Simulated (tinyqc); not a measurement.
Frequency dispersion of an accumulation capacitance by border traps, distributed model: one step of the calculation.

Traps spread evenly through the insulator exchange electrons with the semiconductor by tunnelling, with tau(x) = t0 exp(2 ka x) at depth x from the interface. The admittance per area Y seen at depth x obeys dY/dx = -Y^2/(i w eps0 eox) + q Nb ln(1 + i w tau)/tau, with Y(0) = i w Cs and w = 2 pi f; the gate sees Y(tox) = G + i w C. Working variable y = Y/(i w), in uF/cm^2. Cox = eps0 eox/tox.

Problem. Capacitance and conductance at the gate. Beyond xe the traps are ignored, so 1/y(tox) = 1/y(xe) + (tox - xe)/(eps0 eox); C = Re y, G/w = -Im y, loss tangent G/(w C).

Inputs (values chosen for the exercise); permittivity close to that of hafnium oxide: relative permittivity of the insulator eox = 19; insulator thickness tox = 11 nm; depth down to which the steps are taken xe = 3.5 nm.

Constants: eps0 = 8.8541878128e-14 F/cm where lengths are in cm. Results are converted to the units shown.

y at xe = 1.0938384-0.0193458i uF/cm^2

Wanted: y at the gate; C; G/w; loss tangent.

Solution.

y at the gate = 0.73533-0.00874i uF/cm^2
C = 0.73533 uF/cm^2
G/w = 0.0087411 uF/cm^2
loss tangent = 0.011887

tinyqc, about 0.6 s, one thread, Intel Xeon 2.30GHz (shared host): `OMP_NUM_THREADS=1 python tinyqc.py 2202113 2202114 out.jsonl`
